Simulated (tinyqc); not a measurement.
Inside a calculation (part 1 of 2). Method: RKS/PBE in the sto-6g basis, for BeH2, spin multiplicity 1. Computed by tinyqc, a small Python program that keeps every step (integrals from PySCF). Settings: charge = 0, multiplicity = 1, basis = sto-6g, energy threshold = 1e-09, iteration cap = 79, orthogonalisation = canonical, start = core, DIIS depth = 4, method = RKS, functional = pbe,pbe, grid = [20, 26]. Command: `OMP_NUM_THREADS=1 python tinyqc.py 21506 21507 out.jsonl` (the two numbers bound the seeds that draw the settings). One thread of a shared host (Intel(R) Xeon(R) Processor @ 2.60GHz), about 1 s of CPU time with the checks. Later iterations appear only in the table of the cycle.

## One-electron integrals

Geometry (angstrom):
```
atom,x,y,z
Be,0.000000,0.000000,0.000000
H,0.000000,1.247000,0.000000
H,0.000000,-1.202000,0.000000
```

Basis sto-6g: exponents (1/bohr^2) and contraction coefficients of normalised primitives:
```
element,l (shell),exponent,coefficient
Be,s (1),312.870494,0.009164
Be,s (1),57.364463,0.049361
Be,s (1),16.048509,0.168538
Be,s (1),5.513096,0.370563
Be,s (1),2.140897,0.416492
Be,s (1),0.881739,0.130334
Be,s (2),13.633247,-0.013253
Be,s (2),2.698375,-0.046992
Be,s (2),0.838653,-0.033785
Be,s (2),0.322660,0.250242
Be,s (2),0.140131,0.595117
Be,s (2),0.064233,0.240706
Be,p (3),13.633247,0.003760
Be,p (3),2.698375,0.037679
Be,p (3),0.838653,0.173897
Be,p (3),0.322660,0.418036
Be,p (3),0.140131,0.425860
Be,p (3),0.064233,0.101708
H,s (1),35.523221,0.009164
H,s (1),6.513144,0.049361
H,s (1),1.822143,0.168538
H,s (1),0.625955,0.370563
H,s (1),0.243077,0.416492
H,s (1),0.100112,0.130334
```

Overlap, kinetic and nuclear-attraction integrals over the contracted functions; the nuclear repulsion is the sum of Za Zb / Rab.

nuclear repulsion = 3.67450888 hartree

overlap S:
```
,1Be 1s,1Be 2s,1Be 2px,1Be 2py,1Be 2pz,2H 1s,3H 1s
1Be 1s,1.000000,0.254764,0.000000,0.000000,0.000000,0.088423,0.097541
1Be 2s,0.254764,1.000000,0.000000,0.000000,0.000000,0.498530,0.517051
1Be 2px,0.000000,0.000000,1.000000,0.000000,0.000000,0.000000,0.000000
1Be 2py,0.000000,0.000000,0.000000,1.000000,0.000000,0.549339,-0.559540
1Be 2pz,0.000000,0.000000,0.000000,0.000000,1.000000,0.000000,0.000000
2H 1s,0.088423,0.498530,0.000000,0.549339,0.000000,1.000000,0.057027
3H 1s,0.097541,0.517051,0.000000,-0.559540,0.000000,0.057027,1.000000
```

kinetic energy T (hartree):
```
,1Be 1s,1Be 2s,1Be 2px,1Be 2py,1Be 2pz,2H 1s,3H 1s
1Be 1s,6.768753,-0.207382,0.000000,0.000000,0.000000,-0.012746,-0.011424
1Be 2s,-0.207382,0.220121,0.000000,0.000000,0.000000,0.083916,0.091621
1Be 2px,0.000000,0.000000,0.661265,0.000000,0.000000,0.000000,0.000000
1Be 2py,0.000000,0.000000,0.000000,0.661265,0.000000,0.224479,-0.240357
1Be 2pz,0.000000,0.000000,0.000000,0.000000,0.661265,0.000000,0.000000
2H 1s,-0.012746,0.083916,0.000000,0.224479,0.000000,0.768522,-0.010504
3H 1s,-0.011424,0.091621,0.000000,-0.240357,0.000000,-0.010504,0.768522
```

nuclear attraction V (hartree):
```
,1Be 1s,1Be 2s,1Be 2px,1Be 2py,1Be 2pz,2H 1s,3H 1s
1Be 1s,-15.579398,-1.870945,0.000000,0.001646,0.000000,-0.716706,-0.794294
1Be 2s,-1.870945,-3.087009,0.000000,0.005419,0.000000,-1.532998,-1.613276
1Be 2px,0.000000,0.000000,-3.000982,0.000000,0.000000,0.000000,0.000000
1Be 2py,0.001646,0.005419,0.000000,-3.258711,0.000000,-1.659777,1.718901
1Be 2pz,0.000000,0.000000,0.000000,0.000000,-3.000982,0.000000,0.000000
2H 1s,-0.716706,-1.532998,0.000000,-1.659777,0.000000,-3.133772,-0.201214
3H 1s,-0.794294,-1.613276,0.000000,1.718901,0.000000,-0.201214,-3.192567
```

core Hamiltonian H = T + V (hartree):
```
,1Be 1s,1Be 2s,1Be 2px,1Be 2py,1Be 2pz,2H 1s,3H 1s
1Be 1s,-8.810646,-2.078327,0.000000,0.001646,0.000000,-0.729452,-0.805717
1Be 2s,-2.078327,-2.866888,0.000000,0.005419,0.000000,-1.449082,-1.521655
1Be 2px,0.000000,0.000000,-2.339717,0.000000,0.000000,0.000000,0.000000
1Be 2py,0.001646,0.005419,0.000000,-2.597446,0.000000,-1.435297,1.478544
1Be 2pz,0.000000,0.000000,0.000000,0.000000,-2.339717,0.000000,0.000000
2H 1s,-0.729452,-1.449082,0.000000,-1.435297,0.000000,-2.365250,-0.211718
3H 1s,-0.805717,-1.521655,0.000000,1.478544,0.000000,-0.211718,-2.424045
```

## Two-electron integrals

Functions are numbered as in S; the eight-fold symmetry (ij|kl) = (ji|kl) = (kl|ij) leaves the list below.

Two-electron integrals (ij|kl) in chemists' order, unique and non-zero (hartree):
```
i,j,k,l,(ij|kl)
1,1,1,1,2.299996
2,1,1,1,0.361879
2,1,2,1,0.071926
2,2,1,1,0.570332
2,2,2,1,0.139654
2,2,2,2,0.417773
3,1,3,1,0.015252
3,2,3,1,0.022555
3,2,3,2,0.092340
3,3,1,1,0.570332
3,3,2,1,0.139654
3,3,2,2,0.417773
3,3,3,3,0.450117
4,1,4,1,0.015252
4,2,4,1,0.022555
4,2,4,2,0.092340
4,3,4,3,0.024258
4,4,1,1,0.570332
4,4,2,1,0.139654
4,4,2,2,0.417773
4,4,3,3,0.401601
4,4,4,4,0.450117
5,1,5,1,0.015252
5,2,5,1,0.022555
5,2,5,2,0.092340
5,3,5,3,0.024258
5,4,5,4,0.024258
5,5,1,1,0.570332
5,5,2,1,0.139654
5,5,2,2,0.417773
5,5,3,3,0.401601
5,5,4,4,0.401601
5,5,5,5,0.450117
6,1,1,1,0.130602
6,1,2,1,0.025126
6,1,2,2,0.048301
6,1,3,3,0.047908
6,1,4,1,0.002469
6,1,4,2,0.004683
6,1,4,4,0.049084
6,1,5,5,0.047908
6,1,6,1,0.009279
6,2,1,1,0.254664
6,2,2,1,0.062999
6,2,2,2,0.198721
6,2,3,3,0.191940
6,2,4,1,0.008808
6,2,4,2,0.047547
6,2,4,4,0.212282
6,2,5,5,0.191940
6,2,6,1,0.024050
6,2,6,2,0.130441
6,3,3,1,0.006782
6,3,3,2,0.029013
6,3,4,3,0.008748
6,3,6,3,0.013667
6,4,1,1,0.254995
6,4,2,1,0.064009
6,4,2,2,0.211391
6,4,3,3,0.199096
6,4,4,1,0.014504
6,4,4,2,0.074872
6,4,4,4,0.235981
6,4,5,5,0.199096
6,4,6,1,0.025887
6,4,6,2,0.159195
6,4,6,4,0.203284
6,5,5,1,0.006782
6,5,5,2,0.029013
6,5,5,4,0.008748
6,5,6,5,0.013667
6,6,1,1,0.418624
6,6,2,1,0.105758
6,6,2,2,0.367105
6,6,3,3,0.340894
6,6,4,1,0.019268
6,6,4,2,0.126303
6,6,4,4,0.419525
6,6,5,5,0.340894
6,6,6,1,0.042182
6,6,6,2,0.293974
6,6,6,4,0.383847
6,6,6,6,0.774999
7,1,1,1,0.144535
7,1,2,1,0.027782
7,1,2,2,0.053319
7,1,3,3,0.052889
7,1,4,1,-0.002724
7,1,4,2,-0.005135
7,1,4,4,0.054179
7,1,5,5,0.052889
7,1,6,1,0.009311
7,1,6,2,0.022163
7,1,6,4,0.021417
7,1,6,6,0.036314
7,1,7,1,0.011342
7,2,1,1,0.269169
7,2,2,1,0.066496
7,2,2,2,0.208218
7,2,3,3,0.201309
7,2,4,1,-0.009279
7,2,4,2,-0.049087
7,2,4,4,0.222034
7,2,5,5,0.201309
7,2,6,1,0.021186
7,2,6,2,0.078310
7,2,6,4,0.074199
7,2,6,6,0.132682
7,2,7,1,0.027977
7,2,7,2,0.140985
7,3,3,1,0.007330
7,3,3,2,0.030922
7,3,4,3,-0.009149
7,3,6,3,0.007010
7,3,7,3,0.015211
7,4,1,1,-0.264781
7,4,2,1,-0.066404
7,4,2,2,-0.217746
7,4,3,3,-0.205142
7,4,4,1,0.015358
7,4,4,2,0.077551
7,4,4,4,-0.242952
7,4,5,5,-0.205142
7,4,6,1,-0.020059
7,4,6,2,-0.072440
7,4,6,4,-0.063744
7,4,6,6,-0.118180
7,4,7,1,-0.029664
7,4,7,2,-0.169473
7,4,7,4,0.213962
7,5,5,1,0.007330
7,5,5,2,0.030922
7,5,5,4,-0.009149
7,5,6,5,0.007010
7,5,7,5,0.015211
7,6,1,1,0.036002
7,6,2,1,0.008635
7,6,2,2,0.024845
7,6,3,3,0.024401
7,6,4,1,0.000019
7,6,4,2,0.000125
7,6,4,4,0.025733
7,6,5,5,0.024401
7,6,6,1,0.003012
7,6,6,2,0.012272
7,6,6,4,0.013367
7,6,6,6,0.023622
7,6,7,1,0.003315
7,6,7,2,0.012693
7,6,7,4,-0.013521
7,6,7,6,0.001511
7,7,1,1,0.433111
7,7,2,1,0.109255
7,7,2,2,0.374686
7,7,3,3,0.348205
7,7,4,1,-0.020318
7,7,4,2,-0.128580
7,7,4,4,0.427645
7,7,5,5,0.348205
7,7,6,1,0.033900
7,7,6,2,0.128896
7,7,6,4,0.117588
7,7,6,6,0.215933
7,7,7,1,0.048107
7,7,7,2,0.306834
7,7,7,4,-0.395354
7,7,7,6,0.023622
7,7,7,7,0.774999
```

## Orthogonalisation

S = U s U^T; canonical form X = U s^(-1/2), so that X^T S X = 1. Each column of U has its largest component positive (the first on a tie).

eigenvalues of S: 0.185998  0.297518  0.924481  1.000000  1.000000  1.754622  1.837381

X:
```
,1,2,3,4,5,6,7
1Be 1s,0.011725,-0.257728,0.977722,0.000000,0.000000,0.030325,0.227206
1Be 2s,-0.148826,1.336491,-0.117212,0.000000,0.000000,0.067187,0.491483
1Be 2px,0.000000,0.000000,0.000000,0.710645,0.703550,0.000000,0.000000
1Be 2py,1.603188,0.112102,0.006169,0.000000,0.000000,0.538717,-0.069805
1Be 2pz,0.000000,0.000000,0.000000,-0.703550,0.710645,0.000000,0.000000
2H 1s,-1.081092,-0.940183,-0.239195,0.000000,0.000000,0.416072,0.297827
3H 1s,1.270888,-0.782303,-0.234002,0.000000,0.000000,-0.318052,0.396865
```

Within a degenerate level the vectors are fixed only up to a rotation; this is one choice.

## Starting guess

The start is the orbitals of the core Hamiltonian; D = 2 C_occ C_occ^T.

D at the start:
```
,1Be 1s,1Be 2s,1Be 2px,1Be 2py,1Be 2pz,2H 1s,3H 1s
1Be 1s,2.122368,-0.410162,0.000000,-0.014294,0.000000,-0.067384,-0.085936
1Be 2s,-0.410162,1.218196,0.000000,0.075200,0.000000,0.310707,0.370351
1Be 2px,0.000000,0.000000,0.000000,0.000000,0.000000,0.000000,0.000000
1Be 2py,-0.014294,0.075200,0.000000,1.759029,0.000000,0.087280,-0.117886
1Be 2pz,0.000000,0.000000,0.000000,0.000000,0.000000,0.000000,0.000000
2H 1s,-0.067384,0.310707,0.000000,0.087280,0.000000,0.082574,0.089732
3H 1s,-0.085936,0.370351,0.000000,-0.117886,0.000000,0.089732,0.124677
```

## Iteration 1: exchange-correlation on the grid

Becke grid with 20 radial and 26 angular points per atom, points of zero weight dropped. rho = sum D_ij phi_i phi_j; V_xc,ij = sum w v_xc phi_i phi_j plus the gradient terms; v_xc is d(rho eps)/d rho at fixed gradient.

The 12 grid points with the largest w rho, of 1533 (bohr, atomic units):
```
x,y,z,w,rho,|grad rho|^2,eps_xc,v_xc
0.000000,1.197318,0.000000,0.289631,0.156850,0.003982,-0.454906,-0.595085
0.000000,-1.197318,0.000000,0.277050,0.158403,0.001900,-0.456275,-0.596967
1.149525,1.149525,0.000000,0.547112,0.064282,0.007286,-0.348831,-0.443353
0.000000,1.149525,1.149525,0.547112,0.064282,0.007286,-0.348831,-0.443353
0.000000,1.149525,-1.149525,0.547112,0.064282,0.007286,-0.348831,-0.443353
-1.149525,1.149525,0.000000,0.547112,0.064282,0.007286,-0.348831,-0.443353
1.149525,-1.149525,0.000000,0.534316,0.063020,0.007306,-0.346986,-0.439991
0.000000,-1.149525,1.149525,0.534316,0.063020,0.007306,-0.346986,-0.439991
0.000000,-1.149525,-1.149525,0.534316,0.063020,0.007306,-0.346986,-0.439991
-1.149525,-1.149525,0.000000,0.534316,0.063020,0.007306,-0.346986,-0.439991
0.000000,-0.383352,0.000000,0.015362,1.994712,205.290119,-1.093136,-1.196978
1.522307,1.522307,0.000000,0.865535,0.035393,0.002835,-0.294077,-0.361489
```

electrons on the grid, sum of w rho = 6.044429

E_xc = sum of w rho eps_xc = -3.58280191 hartree

V_xc (hartree):
```
,1Be 1s,1Be 2s,1Be 2px,1Be 2py,1Be 2pz,2H 1s,3H 1s
1Be 1s,-1.497035,-0.195426,0.000000,-0.000191,0.000000,-0.074865,-0.082780
1Be 2s,-0.195426,-0.348701,0.000000,-0.000151,0.000000,-0.189785,-0.200522
1Be 2px,0.000000,0.000000,-0.315261,0.000000,0.000000,0.000000,0.000000
1Be 2py,-0.000191,-0.000151,0.000000,-0.415695,0.000000,-0.216605,0.226627
1Be 2pz,0.000000,0.000000,0.000000,0.000000,-0.315261,0.000000,0.000000
2H 1s,-0.074865,-0.189785,0.000000,-0.216605,0.000000,-0.395197,-0.023651
3H 1s,-0.082780,-0.200522,0.000000,0.226627,0.000000,-0.023651,-0.413639
```

## Iteration 1: building the Kohn-Sham matrix

J_ij = sum D_kl (ij|kl); F = H + J + V_xc; E = tr D H + tr D J / 2 + E_xc + E_nn.

Coulomb J (hartree):
```
,1Be 1s,1Be 2s,1Be 2px,1Be 2py,1Be 2pz,2H 1s,3H 1s
1Be 1s,6.799737,1.255794,0.000000,-0.000336,0.000000,0.447674,0.495142
1Be 2s,1.255794,2.771465,0.000000,-0.004111,0.000000,1.330629,1.403650
1Be 2px,0.000000,0.000000,2.723151,0.000000,0.000000,0.000000,0.000000
1Be 2py,-0.000336,-0.004111,0.000000,2.868093,0.000000,1.418130,-1.474673
1Be 2pz,0.000000,0.000000,0.000000,0.000000,2.723151,0.000000,0.000000
2H 1s,0.447674,1.330629,0.000000,1.418130,0.000000,2.464382,0.171616
3H 1s,0.495142,1.403650,0.000000,-1.474673,0.000000,0.171616,2.546487
```

Kohn-Sham matrix F (hartree):
```
,1Be 1s,1Be 2s,1Be 2px,1Be 2py,1Be 2pz,2H 1s,3H 1s
1Be 1s,-3.507943,-1.017959,0.000000,0.001119,0.000000,-0.356643,-0.393355
1Be 2s,-1.017959,-0.444124,0.000000,0.001156,0.000000,-0.308238,-0.318527
1Be 2px,0.000000,0.000000,0.068173,0.000000,0.000000,0.000000,0.000000
1Be 2py,0.001119,0.001156,0.000000,-0.145048,0.000000,-0.233773,0.230498
1Be 2pz,0.000000,0.000000,0.000000,0.000000,0.068173,0.000000,0.000000
2H 1s,-0.356643,-0.308238,0.000000,-0.233773,0.000000,-0.296065,-0.063754
3H 1s,-0.393355,-0.318527,0.000000,0.230498,0.000000,-0.063754,-0.291196
```

total energy of this density = -15.54384746 hartree

## Iteration 1: diagonalisation and new density

Diagonalise F' = X^T F X, C = X C', fill 3 alpha and 3 beta electrons from the bottom; D = 2 C_occ C_occ^T. Each column has its largest component positive (the first on a tie).

F' = X^T F X (hartree):
```
,1,2,3,4,5,6,7
1,0.746988,0.016294,-0.001903,0.000000,0.000000,0.093004,-0.013881
2,0.016294,0.257815,0.165207,0.000000,0.000000,0.028735,0.133276
3,-0.001903,0.165207,-2.854111,0.000000,0.000000,-0.158830,-1.274851
4,0.000000,0.000000,0.000000,0.068173,0.000000,0.000000,0.000000
5,0.000000,0.000000,0.000000,0.000000,0.068173,0.000000,0.000000
6,0.093004,0.028735,-0.158830,0.000000,0.000000,-0.304008,-0.085545
7,-0.013881,0.133276,-1.274851,0.000000,0.000000,-0.085545,-0.940484
```

orbital energies (hartree): MO1 -3.512987, MO2 -0.310886, MO3 -0.298697, MO4 0.068173, MO5 0.068173, MO6 0.272744, MO7 0.756025

coefficients C:
```
,MO1,MO2,MO3,MO4,MO5,MO6,MO7
1Be 1s,0.988856,-0.191638,-0.105700,0.000000,0.000000,-0.222024,0.003784
1Be 2s,0.044763,0.338437,0.184178,0.000000,0.000000,1.381163,-0.100445
1Be 2px,0.000000,0.000000,0.000000,0.737983,-0.674819,0.000000,0.000000
1Be 2py,-0.000098,0.176370,-0.354978,0.000000,0.000000,0.060570,1.648369
1Be 2pz,0.000000,0.000000,0.000000,0.674819,0.737983,0.000000,0.000000
2H 1s,-0.005669,0.659904,-0.201991,0.000000,0.000000,-0.859557,-1.075450
3H 1s,-0.005065,0.214734,0.637124,0.000000,0.000000,-0.798130,1.204780
```

D after iteration 1:
```
,1Be 1s,1Be 2s,1Be 2px,1Be 2py,1Be 2pz,2H 1s,3H 1s
1Be 1s,2.051469,-0.080121,0.000000,0.007250,0.000000,-0.221437,-0.227006
1Be 2s,-0.080121,0.300930,0.000000,-0.011387,0.000000,0.371760,0.379583
1Be 2px,0.000000,0.000000,0.000000,0.000000,0.000000,0.000000,0.000000
1Be 2py,0.007250,-0.011387,0.000000,0.314232,0.000000,0.376180,-0.376584
1Be 2pz,0.000000,0.000000,0.000000,0.000000,0.000000,0.000000,0.000000
2H 1s,-0.221437,0.371760,0.000000,0.376180,0.000000,0.952612,0.026078
3H 1s,-0.227006,0.379583,0.000000,-0.376584,0.000000,0.026078,0.904127
```

Within a degenerate level the vectors are fixed only up to a rotation; this is one choice.

## Iteration 2: exchange-correlation on the grid

As before.

The 12 grid points with the largest w rho, of 1533 (bohr, atomic units):
```
x,y,z,w,rho,|grad rho|^2,eps_xc,v_xc
0.000000,1.625674,0.000000,0.215548,0.183382,0.073012,-0.479867,-0.617411
0.000000,-1.197318,0.000000,0.277050,0.120778,0.013771,-0.420412,-0.546541
0.000000,-1.625674,0.000000,0.151188,0.209326,0.101518,-0.499911,-0.643374
0.000000,1.197318,0.000000,0.289631,0.108018,0.009172,-0.406081,-0.528414
0.000000,0.383352,0.000000,0.015362,1.914770,197.805127,-1.085549,-1.176652
0.000000,-0.383352,0.000000,0.015362,1.910428,197.096617,-1.084988,-1.175644
-0.383352,0.000000,0.000000,0.015363,1.896670,199.484477,-1.085557,-1.170885
0.383352,0.000000,0.000000,0.015363,1.896670,199.484477,-1.085557,-1.170885
0.000000,0.000000,-0.383352,0.015363,1.896670,199.484477,-1.085557,-1.170885
0.000000,0.000000,0.383352,0.015363,1.896670,199.484477,-1.085557,-1.170885
0.000000,0.234433,0.000000,0.004100,5.719932,1773.108102,-1.472081,-1.738144
0.000000,0.271071,-0.271071,0.012290,1.906065,198.757183,-1.085618,-1.173824
```

electrons on the grid, sum of w rho = 6.030125

E_xc = sum of w rho eps_xc = -3.68306514 hartree

V_xc (hartree):
```
,1Be 1s,1Be 2s,1Be 2px,1Be 2py,1Be 2pz,2H 1s,3H 1s
1Be 1s,-1.481362,-0.187636,0.000000,0.000396,0.000000,-0.072017,-0.079952
1Be 2s,-0.187636,-0.309804,0.000000,0.002347,0.000000,-0.192925,-0.201735
1Be 2px,0.000000,0.000000,-0.265566,0.000000,0.000000,0.000000,0.000000
1Be 2py,0.000396,0.002347,0.000000,-0.398376,0.000000,-0.235535,0.242890
1Be 2pz,0.000000,0.000000,0.000000,0.000000,-0.265566,0.000000,0.000000
2H 1s,-0.072017,-0.192925,0.000000,-0.235535,0.000000,-0.483883,-0.022447
3H 1s,-0.079952,-0.201735,0.000000,0.242890,0.000000,-0.022447,-0.484772
```

## Iteration 2: building the Kohn-Sham matrix

As before.

Coulomb J (hartree):
```
,1Be 1s,1Be 2s,1Be 2px,1Be 2py,1Be 2pz,2H 1s,3H 1s
1Be 1s,6.464983,1.188498,0.000000,-0.001315,0.000000,0.424992,0.470366
1Be 2s,1.188498,2.677673,0.000000,-0.001438,0.000000,1.345168,1.406059
1Be 2px,0.000000,0.000000,2.594998,0.000000,0.000000,0.000000,0.000000
1Be 2py,-0.001315,-0.001438,0.000000,2.843022,0.000000,1.476256,-1.515971
1Be 2pz,0.000000,0.000000,0.000000,0.000000,2.594998,0.000000,0.000000
2H 1s,0.424992,1.345168,0.000000,1.476256,0.000000,2.678223,0.168132
3H 1s,0.470366,1.406059,0.000000,-1.515971,0.000000,0.168132,2.706561
```

Kohn-Sham matrix F (hartree):
```
,1Be 1s,1Be 2s,1Be 2px,1Be 2py,1Be 2pz,2H 1s,3H 1s
1Be 1s,-3.827024,-1.077465,0.000000,0.000727,0.000000,-0.376478,-0.415303
1Be 2s,-1.077465,-0.499019,0.000000,0.006328,0.000000,-0.296839,-0.317332
1Be 2px,0.000000,0.000000,-0.010285,0.000000,0.000000,0.000000,0.000000
1Be 2py,0.000727,0.006328,0.000000,-0.152800,0.000000,-0.194577,0.205462
1Be 2pz,0.000000,0.000000,0.000000,0.000000,-0.010285,0.000000,0.000000
2H 1s,-0.376478,-0.296839,0.000000,-0.194577,0.000000,-0.170910,-0.066032
3H 1s,-0.415303,-0.317332,0.000000,0.205462,0.000000,-0.066032,-0.202255
```

total energy of this density = -15.77394023 hartree

## Iteration 2: DIIS over 2 matrices

error matrix X^T (FDS - SDF) X:
```
,1,2,3,4,5,6,7
1,0.000000,0.000742,-0.005290,0.000000,0.000000,-0.199830,0.029202
2,-0.000742,0.000000,0.130812,0.000000,0.000000,-0.054301,-0.163226
3,0.005290,-0.130812,0.000000,0.000000,0.000000,-0.004180,-0.014509
4,0.000000,0.000000,0.000000,0.000000,0.000000,0.000000,0.000000
5,0.000000,0.000000,0.000000,0.000000,0.000000,0.000000,0.000000
6,0.199830,0.054301,0.004180,0.000000,0.000000,0.000000,0.000099
7,-0.029202,0.163226,0.014509,0.000000,0.000000,-0.000099,0.000000
```

B (overlaps of the stored error matrices):
```
,1,2
1,1.2378970e+00,-4.3422150e-01
2,-4.3422150e-01,1.7548905e-01
```

Minimise |sum c_i e_i|^2 with sum c_i = 1: solve [B -1; -1 0][c; lambda] = [0; -1] with B_ij = tr e_i^T e_j, and take F = sum c_i F_i.

DIIS coefficients: 0.267203  0.732797

extrapolated F (hartree):
```
,1Be 1s,1Be 2s,1Be 2px,1Be 2py,1Be 2pz,2H 1s,3H 1s
1Be 1s,-3.741765,-1.061565,0.000000,0.000831,0.000000,-0.371178,-0.409439
1Be 2s,-1.061565,-0.484351,0.000000,0.004946,0.000000,-0.299884,-0.317651
1Be 2px,0.000000,0.000000,0.010679,0.000000,0.000000,0.000000,0.000000
1Be 2py,0.000831,0.004946,0.000000,-0.150728,0.000000,-0.205050,0.212152
1Be 2pz,0.000000,0.000000,0.000000,0.000000,0.010679,0.000000,0.000000
2H 1s,-0.371178,-0.299884,0.000000,-0.205050,0.000000,-0.204352,-0.065423
3H 1s,-0.409439,-0.317651,0.000000,0.212152,0.000000,-0.065423,-0.226020
```

## Iteration 2: diagonalisation and new density

As before.

F' = X^T F X (hartree):
```
,1,2,3,4,5,6,7
1,0.774770,0.024640,-0.003432,0.000000,0.000000,0.017676,-0.003030
2,0.024640,0.280863,0.225441,0.000000,0.000000,0.008688,0.077153
3,-0.003432,0.225441,-3.044927,0.000000,0.000000,-0.175298,-1.366572
4,0.000000,0.000000,0.000000,0.010679,0.000000,0.000000,0.000000
5,0.000000,0.000000,0.000000,0.000000,0.010679,0.000000,0.000000
6,0.017676,0.008688,-0.175298,0.000000,0.000000,-0.263518,-0.084945
7,-0.003030,0.077153,-1.366572,0.000000,0.000000,-0.084945,-0.956541
```

orbital energies (hartree): MO1 -3.745403, MO2 -0.282580, MO3 -0.252879, MO4 0.010679, MO5 0.010679, MO6 0.295187, MO7 0.776322

coefficients C:
```
,MO1,MO2,MO3,MO4,MO5,MO6,MO7
1Be 1s,0.990879,-0.238038,-0.036793,0.000000,0.000000,-0.187577,0.000698
1Be 2s,0.037361,0.559270,0.100041,0.000000,0.000000,1.318109,-0.081038
1Be 2px,0.000000,0.000000,0.000000,-0.571534,0.820579,0.000000,0.000000
1Be 2py,-0.000022,-0.081765,0.508904,0.000000,0.000000,0.028956,1.615982
1Be 2pz,0.000000,0.000000,0.000000,0.820579,0.571534,0.000000,0.000000
2H 1s,-0.005141,0.303432,0.443829,0.000000,0.000000,-0.908904,-1.120959
3H 1s,-0.004563,0.431720,-0.326895,0.000000,0.000000,-0.867190,1.222820
```

D after iteration 2:
```
,1Be 1s,1Be 2s,1Be 2px,1Be 2py,1Be 2pz,2H 1s,3H 1s
1Be 1s,2.079716,-0.199576,0.000000,0.001434,0.000000,-0.187305,-0.190519
1Be 2s,-0.199576,0.648374,0.000000,0.010363,0.000000,0.427819,0.417150
1Be 2px,0.000000,0.000000,0.000000,0.000000,0.000000,0.000000,0.000000
1Be 2py,0.001434,0.010363,0.000000,0.531337,0.000000,0.402113,-0.403315
1Be 2pz,0.000000,0.000000,0.000000,0.000000,0.000000,0.000000,0.000000
2H 1s,-0.187305,0.427819,0.000000,0.402113,0.000000,0.578164,-0.028129
3H 1s,-0.190519,0.417150,0.000000,-0.403315,0.000000,-0.028129,0.586527
```

Within a degenerate level the vectors are fixed only up to a rotation; this is one choice.
